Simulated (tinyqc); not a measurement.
From electron temperature T_e back to power supplied per electron P: decay of LO phonons and the hot-phonon bottleneck in the cooling of electrons. Computed by tinyqc, a small Python program. Command: `OMP_NUM_THREADS=1 python tinyqc.py 3015833 3015834 out.jsonl hotphonon inv`. One thread of a shared host (Intel(R) Xeon(R) Processor @ 2.30GHz), about 0.02 s of CPU time with the checks.

n(E, T) = 1/(exp(E/(k_B T)) - 1) is the Bose occupation. Electrons have a temperature T_e; the LO modes within their reach share one occupation N; the decay products stay at the lattice temperature.

Inputs (values chosen for the exercise, modelled on indium arsenide):
```
quantity                                             value    unit
LO energy hbar omega                                  29.9     meV
lifetime at T = 0, tau_0                                 9      ps
weight b of the three-phonon channel                  0.16       -
lattice temperature T                                  400       K
electron mass m*                                    0.0257     m_0
eps_inf                                               12.1       -
static dielectric constant eps_s                      15.5       -
electron density n                                 5.6e+18  1/cm^3
density of LO modes that the electrons reach, N_m  1.1e+19  1/cm^3
```

Decay channel: two equal phonons plus a three-phonon channel.

Constants: k_B = 8.617333262e-05 eV/K; c = 299792458 m/s; e^2/(4 pi eps_0) = 14.39964548 eV angstrom; hbar^2/(2 m_0) = 3.80998212 eV angstrom^2; hbar = 6.582119569e-16 eV s; e = 1.602176634e-19 C.

Method:
- Decay rate 1/tau = (1/tau_0) [1 + 2 n_2 + b (1 + 3 n_3 + 3 n_3^2)]/(1 + b), n_2 = n(hbar omega/2), n_3 = n(hbar omega/3).
- Full width Gamma = 1/(2 pi c tau) in 1/cm, c in cm/s.
- Froehlich coupling alpha = (e^2/(4 pi eps_0)) (1/eps_inf - 1/eps_s) k_0/(2 hbar omega), k_0 = sqrt(m* hbar omega/(hbar^2/(2 m_0))); emission time tau_sp = hbar/(2 alpha hbar omega); bottleneck ratio r = (n/N_m) tau/tau_sp.
- Net emission per electron: [(N + 1) x - N]/tau_sp with x = exp(-hbar omega/(k_B T_e)), a simple two-level balance; steady state of the modes: n [(N + 1) x - N]/tau_sp = N_m (N - N_0)/tau; power per electron P = hbar omega [(N + 1) x - N]/tau_sp.
- With p = P tau_sp/(hbar omega): N = N_0 + r p and x = (p + N)/(N + 1); without hot phonons N = N_0. The mode temperature T_LO solves n(hbar omega, T_LO) = N.

Problem. A run gave the result below. Find the power supplied per electron P, known to lie between 0.25 and 0.42 nW.

electron temperature T_e = 417.7826 K

Solution.

Each step takes the trial c = (a f_b - b f_a)/(f_b - f_a), f being the result less the target and a, b, c the logarithms of the listed values; c replaces end b, the old b replaces a if the sign of f changed, and otherwise f_a is halved.

Scan of the range:
```
power supplied per electron P (nW)  electron temperature T_e (K)
0.250                                                    415.722
0.273                                                    417.180
0.297                                                    418.703
0.324                                                    420.419
0.353                                                    422.265
0.385                                                    424.306
0.420                                                    426.542
```

False position (Illinois rule, in the logarithm of the input) inside the bracket:
```
step     end a     end b     trial  electron temperature T_e (K)
1     0.273000  0.297000  0.282255                       417.767
2     0.297000  0.282255  0.282494                       417.782
3     0.297000  0.282494  0.282506                       417.783
4     0.282494  0.282506  0.282500                       417.783
```

Electron temperature T_e rises at every point of a 13-point scan of the range (every second point is shown), so one value fits; it is bracketed by 0.273 and 0.297. Answer: power supplied per electron P = 0.2825 nW.

Caution: the electrons are degenerate; Pauli blocking and the Fermi energy, left out here, matter.
